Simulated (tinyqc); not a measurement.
An infinitely deep well in a field (quantum-confined Stark shift), Airy functions: one step of the calculation.

Hard walls at x = -L/2 and +L/2; between them U(x) = -F x (eV, zero at the centre). C = hbar^2/(2 m0), e = (C F^2/m1)^(1/3), z1 = (F L/2 - E)/e at the left wall and z2 = (-F L/2 - E)/e at the right wall. Levels are the roots of D(E) = Ai(z1) Bi(z2) - Ai(z2) Bi(z1).

Problem. Stark shift. Exact shift E_n(F) - E_n(0), and the mean position <x> = -dE_n/dF. E_n(0) = C (n pi/L)^2/m1; second-order shift m1 F^2 L^4 (1 - 15/(pi n)^2)/(48 C pi^2 n^2).

Parameters, values chosen for the exercise:
```
symbol   value  unit       meaning
m1         0.2    m0          mass
L         10.9    nm    well width
F       0.0032  V/nm         field
n            2        level sought
```

Constants: q = 1.602176634e-19 C, hbar = 1.054571817e-34 J s, m0 = 9.1093837015e-31 kg, hbar^2/(2 m0) = 0.0380998212 eV nm^2. Results are converted to the units shown.

Give: E_n; shift; <x>.

Solution.

E_n = 0.06354 eV
shift = 0.2407 meV
<x> = -0.1459 nm

Numbers from tinyqc (`OMP_NUM_THREADS=1 python tinyqc.py 2580116 2580117 out.jsonl`; about 0.03 s on one thread of a shared Intel Xeon 2.30GHz).
